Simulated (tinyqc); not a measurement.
Six-band hole subbands of a thin body in a field, step by step. Values are carried at full precision from step to step, so a last printed digit may differ when a step is redone from the rounded ones.

Constants: hbar^2/2m0 = 3.80998211 eV angstrom^2.

Inputs chosen for the exercise (near those of a p-type Ge channel; the results hold for these values, not for the real material): S = (9.75, -2.69, 14.84) 1/TPa (compliances s11, s12, s44); sx = -0.5 GPa (stress along the channel [1-10], negative in compression); b = -2.54 eV (tetragonal potential); d = -5.38 eV (trigonal potential); g1 = 13.35 (Luttinger gamma1); g2 = 4.22 (gamma2); g3 = 5.7 (gamma3); face = 110 (surface); Dso = 0.292 eV (spin-orbit splitting); t = 35 angstrom (body thickness); F = 0 MV/cm (field across the body); kmax = 0.06 1/angstrom (end of the path).

## Strain and its block

exx = eyy = (s11 + s12) sx/2, ezz = s12 sx, exy = -s44 sx/4 (1 GPa/TPa = 1e-3). With e0 the traceless part, B_XX = 2b e0xx - b (e0yy + e0zz) and B_XY = sqrt(3) d exy.

strain, lower triangle:
```
           x          y         z
x  -0.001765
y   0.001855  -0.001765
z          0          0  0.001345
```

B (eV), lower triangle:
```
          X        Y         Z
X   0.00790
Y  -0.01729  0.00790
Z         0        0  -0.01580
```

## Confinement masses without spin-orbit coupling

C(n n^T)/c has C_XX = (g1 + 4 g2) nx^2 + (g1 - 2 g2)(ny^2 + nz^2) and C_XY = 6 g3 nx ny, n the unit normal; its eigenvalues are the inverse masses along n.

C(n n^T)/c, lower triangle:
```
         X        Y       Z
X  17.5700
Y  17.1000  17.5700
Z        0        0  4.9100
```

masses (m0): 2.1277  0.2037  0.0288

The heaviest mass, 2.13, comes from a near cancellation among the gammas, so a few per cent in them move it strongly.

## The matrix for one sine at q = 0

Basis X, Y, Z times spin, hole energies counted downwards from the unstrained edge (the hydrostatic shift is left out), c = hbar^2/2m0. For a symmetric tensor T let C(T) have C_XX = L Txx + M (Tyy + Tzz), C_XY = N Txy (cyclic), L = c (g1 + 4 g2), M = c (g1 - 2 g2), N = 6 c g3. k = q + kz n, n the unit normal, q = k1 u + k2 v with u along the channel [1-10] and v = n x u. H = C(k k^T) + (Dso/3)(1 - L.sigma) - B + e F z with (L_k)_ij = -i epsilon_kij; B is the block C built from the traceless strain with 2b, -b and sqrt(3) d in place of L, M, N. Strain: exx = eyy = (s11 + s12) sx/2, ezz = s12 sx, exy = -s44 sx/4. Hard walls at z = 0 and t; basis sin(j pi z/t), j = 1 to Nz: kz^2 = (j pi/t)^2, kz = -i D with D_jl = 4 j l/(t (j^2 - l^2)), z_jj = t/2 and z_jl = -8 t j l/(pi (j^2 - l^2))^2 for j + l odd; 1 MV/cm = 0.01 eV/angstrom.

Nz = 1, in meV.

H (meV), lower triangle (Hermitian):
```
               X+       Y+      Z+             X-      Y-      Z-
X+         628.77
Y+  542.19-97.33i   628.77
Z+              0        0  263.85
X-              0        0   97.33         628.77
Y-              0        0  97.33i  542.19+97.33i  628.77
Z-         -97.33  -97.33i       0              0       0  263.85
```

## Its levels

Diagonalise; the levels come in pairs. Give each pair and its weights on X, Y, Z, summed over spin and averaged over the pair.

levels (meV): 41.26  288.40  1191.73

weights:
```
   pair 1  pair 2  pair 3
X   0.427   0.080   0.494
Y   0.427   0.080   0.494
Z   0.147   0.840   0.013
```

## More sines

The four lowest pairs at q = 0.

Hole energies (meV):

| Nz | pair 1 | pair 2 | pair 3 | pair 4 |
|---|---|---|---|---|
| 1 | 41.26 | 288.40 | 1191.73 | - |
| 2 | 41.26 | 112.58 | 288.40 | 728.33 |
| 4 | 41.26 | 112.58 | 193.72 | 288.40 |
| 8 | 41.26 | 112.58 | 193.72 | 288.40 |
| 16 | 41.26 | 112.58 | 193.72 | 288.40 |

One sine is exact for the top subband, since without a field nothing joins different j at q = 0. The second pair lies 71.3 meV deeper.

## Dispersion of the top subband

Nz = 14; the two lowest levels (spin-split where the field breaks inversion), in meV from their value at q = 0.

Energies (meV):

| \|q\| (1/angstrom) | u a | u b | v a | v b |
|---|---|---|---|---|
| 0.015 | 22.85 | 22.85 | 6.35 | 6.35 |
| 0.030 | 86.03 | 86.03 | 23.96 | 23.96 |
| 0.045 | 163.27 | 163.27 | 49.98 | 49.98 |
| 0.060 | 215.16 | 215.16 | 82.31 | 82.31 |

From the mean of each pair in the first row, c q^2/E gives 0.04 m0 along u and 0.13 m0 along v. Without a field each pair stays degenerate. These masses hold for the first row only: the band bends further out.

## Checks

- Top level at q = 0 on (001) without field and stress against c (g1 - 2 g2)(pi/t)^2, eV: both 0.15072.
- Hermiticity, and E(q) against E(-q): they agree to 1e-10 or better.

tinyqc: `OMP_NUM_THREADS=1 python tinyqc.py 1251747 1251748 out.jsonl`; about 0.3 s, one thread, shared Intel(R) Xeon(R) Processor @ 2.30GHz.
